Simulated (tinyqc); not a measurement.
# Electron density from the filling shift

Inverse problem. At zero temperature the Burstein-Moss shift of one parabolic valley is (C/me + C/mh) kF^2 with kF = (3 pi^2 n)^(1/3), C = hbar^2/(2 m0). Find kF and n.

Parameters, values chosen for the exercise: electron mass me = 0.0796 m0; hole mass mh = 0.599 m0.

Constants: q = 1.602176634e-19 C, hbar = 1.054571817e-34 J s, m0 = 9.1093837015e-31 kg, hbar^2/(2 m0) = 0.0380998212 eV nm^2. Results are converted to the units shown.

filling shift = 455.47002 meV

Solution. The shift gives kF^2, and n = kF^3/(3 pi^2).

kF = 0.9165 1/nm
n = 2.600e19 cm^-3

tinyqc, about 0.01 s, one thread, Intel Xeon 2.30GHz (shared host): `OMP_NUM_THREADS=1 python tinyqc.py 2330116 2330117 out.jsonl`
